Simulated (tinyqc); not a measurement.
Inside a calculation. Method: plane-wave Kohn-Sham cycle with exchange-only LDA in a layered model solid. One step of it, computed by the program tinyqc.

Task: Iteration 2: potential. V_H(G) = 4 pi rho(G)/G^2 for G != 0 (uniform background); v_x = -(3 rho/pi)^(1/3); V = V_ext + V_H + v_x; Fourier components f(G_m) = (1/N) sum_j f(x_j) exp(-i G_m x_j).

A solid whose potential varies along x alone (atomic units):
```
parameter                      value
period a                    7.200000
cross-section of the cell  18.000000
electrons per cell                 4
grid points                       16
plane waves -n..n, n               2
k points                           1
V1 in V1 cos(2 pi x/a)     -0.700000
```

density after iteration 1 (e/bohr^3): 0.04555352  0.04867497  0.05237209  0.04765459  0.03423885  0.01992558  0.01088267  0.00720164  0.00637284  0.00720164  0.01088267  0.01992558  0.03423885  0.04765459  0.05237209  0.04867497

Give: Potentials on the grid; V(G_m), m = 0, 1, 2, ....

Result:

Potentials on the grid (hartree):
```
x         V_ext      V_H      v_x        V
0.0000  -0.7000   0.3769  -0.3517  -0.6748
0.4500  -0.6467   0.3575  -0.3595  -0.6488
0.9000  -0.4950   0.2926  -0.3684  -0.5709
1.3500  -0.2679   0.1748  -0.3570  -0.4501
1.8000        0   0.0163  -0.3198  -0.3035
2.2500   0.2679  -0.1507  -0.2670  -0.1498
2.7000   0.4950  -0.2910  -0.2182  -0.0142
3.1500   0.6467  -0.3816  -0.1902   0.0749
3.6000   0.7000  -0.4126  -0.1826   0.1048
4.0500   0.6467  -0.3816  -0.1902   0.0749
4.5000   0.4950  -0.2910  -0.2182  -0.0142
4.9500   0.2679  -0.1507  -0.2670  -0.1498
5.4000        0   0.0163  -0.3198  -0.3035
5.8500  -0.2679   0.1748  -0.3570  -0.4501
6.3000  -0.4950   0.2926  -0.3684  -0.5709
6.7500  -0.6467   0.3575  -0.3595  -0.6488
```

V(G_m), m = 0, 1, 2, ... (hartree): -0.2934  -0.1959  0.0046  0.0005  -0.0004
